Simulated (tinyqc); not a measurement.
Conductance against temperature: phonon transmission through an interface between two chains by Green functions. Computed by tinyqc, a small Python program. Command: `OMP_NUM_THREADS=1 python tinyqc.py 3004917 3004918 out.jsonl agf walk`. One thread of a shared host (Intel(R) Xeon(R) Processor @ 2.30GHz), about 0.01 s of CPU time with the checks.

Two semi-infinite chains (masses m_1, m_2; springs k_1, k_2), motion along the chain. The central region holds the end atom of each chain and one interlayer atom of mass m_b, joined by springs k_b. lambda = omega^2 in eV/(angstrom^2 u); nu = 15.6333042 THz x sqrt(lambda).

Inputs (values chosen for the exercise, for two model chains): mass m_1 = 65.6 u; spring k_1 = 7.59 eV/angstrom^2; mass m_2 = 133 u; spring k_2 = 13.7 eV/angstrom^2; junction spring k_b = 3.13 eV/angstrom^2; interlayer mass m_b = 165 u; probe frequency / lower band top = 0.19.

Atoms in the interlayer: one.

Constants: nu for 1 eV/(angstrom^2 u) = 15.6333042 THz; h x 1 THz = 4.135667696 meV; k_B = 8.617333262e-05 eV/K; k_B = 1.380649e-23 J/K; h = 6.62607015e-34 J s.

Method:
- nu_max = 15.6333042 THz x 2 sqrt(k/m); impedance Z = sqrt(k m); long-wave transmission 4 Z_1 Z_2/(Z_1 + Z_2)^2; the probe frequency is the given share of the lower band top.
- In chain i, sin(q_i a/2) = nu/nu_max,i. An outgoing wave makes the next atom move as exp(i q_i a) times the end atom, so the lead adds the self-energy Sigma_i = -k_i exp(i q_i a) to the force-constant matrix; Gamma_i = -2 Im Sigma_i = 2 k_i sin(q_i a).
- A = lambda M - K - Sigma over the central atoms, with K_ii the sum of the springs at i, K_(i,i+1) = -k_b; G = inverse of A; transmission = Gamma_1 Gamma_2 |G_(first,last)|^2.
- Landauer conductance G = k_B int tau(nu) x^2 e^x/(e^x - 1)^2 d nu, x = h nu/(k_B T), from 0 to the lower band top (240 Gauss-Legendre points in s from 0 to 1, nu = nu_top sin(pi s/2)); tau is the transmission, and its thermal mean is G over the value for tau = 1 in the same window; the quantum is g_0 = pi^2 k_B^2 T/(3 h).

band top of chain 1 = 10.6353 THz

band top of chain 2 = 10.0350 THz

Conductance:
```
T (K)  G (pW/K)  mean transmission     G/g_0  G for transmission 1 (pW/K)
1       0.85324            0.90154   0.90154                      0.94643
5        4.2431            0.89666   0.89666                       4.7322
20       16.565            0.87511   0.87511                       18.929
50       33.792            0.71573   0.71410                       47.214
100      42.208            0.48810   0.44597                       86.475
200      45.221            0.37822   0.23891                       119.56
400      46.062            0.34581   0.12167                       133.20
800      46.279            0.33739  0.061123                       137.17
```

At 1 K G/g_0 = 0.902; as T goes to 0 it tends to the long-wave transmission, where only the impedances count. Towards high T all modes count more and more alike; at 800 K G is 46.3 pW/K and the mean transmission is 0.337, which is well below the low-T value.
